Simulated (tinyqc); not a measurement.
# Worked calculation: elastic trap-assisted tunnelling through a dielectric

Computed by the program tinyqc: `OMP_NUM_THREADS=1 python tinyqc.py 2370008 2370009 out.jsonl`, one thread of a shared Intel Xeon 2.30GHz, about 0.04 s for the whole run. Printed values are rounded.

Emitter at x = 0 (Fermi level 0), collector at x = t (Fermi level -V), band edge U(x) = phi - F x, F = V/t. A trap at x has the energy E = U(x) - Et. With G(u) = (4/(3 F)) sqrt(mo/C) max(u, 0)^1.5, C = hbar^2/(2 m0): S1 = G(phi - E) - G(Et), S2 = G(Et) - G(phi - V - E), T1,2 = exp(-S1,2). The steady rate through one trap is nu T1 T2 (f1 - f2)/(T1 + T2), f1 = f(E), f2 = f(E + V), f(y) = 1/(1 + exp(y/Vt)); both contacts offer states at E.

Inputs (values chosen for the exercise); dielectric values close to those of silicon dioxide:
- T = 300 K (temperature)
- phi = 3.13 eV (barrier above the emitter Fermi level)
- mo = 0.52 m0 (tunnelling mass)
- t = 5.2 nm (thickness)
- Et = 2.5 eV (trap depth below the band edge of the dielectric)
- Nt = 2e18 cm^-3 (trap density)
- nu = 1e14 1/s (attempt frequency)
- n = 9 (points of the grid)
- V = 1.85 V (voltage)
- xa = 1.82 nm (left end of the grid)
- xb = 2.85 nm (right end of the grid)

Constants: q = 1.602176634e-19 C, kB = 1.380649e-23 J/K, hbar = 1.054571817e-34 J s, m0 = 9.1093837015e-31 kg, Vt = kB T/q, hbar^2/(2 m0) = 0.0380998212 eV nm^2. Results are converted to the units shown.

Range of the model: Phonon-assisted (inelastic) capture, chains of traps and a spread of trap depths are left out.

## Rate through a trap near the best position

n equally spaced x from xa to xb, where nearly all of the current flows; J = q Nt times the integral of the rate, by Simpson's rule.

| point | x (nm) | E (eV) | S1 | S2 | f1 - f2 | rate (1/s) |
|---|---|---|---|---|---|---|
| 0 | 1.820000 | -0.0175000 | 22.58480 | 34.26628 | 0.6630532 | 0.08707427 |
| 1 | 1.948750 | -0.0633053 | 24.27864 | 33.17316 | 0.9204706 | 0.3606024 |
| 2 | 2.077500 | -0.1091106 | 25.98468 | 32.06125 | 0.9855226 | 1.171241 |
| 3 | 2.206250 | -0.1549159 | 27.70282 | 30.93085 | 0.9975086 | 3.539466 |
| 4 | 2.335000 | -0.2007212 | 29.43299 | 29.78226 | 0.9995755 | 6.819751 |
| 5 | 2.463750 | -0.2465264 | 31.17509 | 28.61577 | 0.9999278 | 2.681881 |
| 6 | 2.592500 | -0.2923317 | 32.92905 | 27.43164 | 0.9999877 | 0.4980974 |
| 7 | 2.721250 | -0.3381370 | 34.69479 | 26.23013 | 0.9999979 | 0.08553683 |
| 8 | 2.850000 | -0.3839423 | 36.47222 | 25.01150 | 0.9999996 | 0.01446472 |

J = 6.016461e-8 A/cm^2

A converged quadrature gives 6.278e-8 A/cm^2; this grid is 4.2 % below that. The rate peaks at x = 2.33 nm; traps sink below the emitter Fermi level beyond x = 1.77 nm.

## The best-placed trap against direct tunnelling

xs = 2.33 nm

At x = xs: E, S1, S2 and the occupation (T1 f1 + T2 f2)/(T1 + T2). Direct tunnelling at E = 0 has S = (4/(3 F)) sqrt(mo/C) [phi^1.5 - max(phi - V, 0)^1.5].

E = -0.1989423 eV
S1 = 29.36557
S2 = 29.82720
occupation = 0.6131219
S of direct tunnelling = 56.61977

The harder of the two steps has S = 29.8, 52.7 % of the direct exponent: the trap splits one long tunnelling path into two short ones.
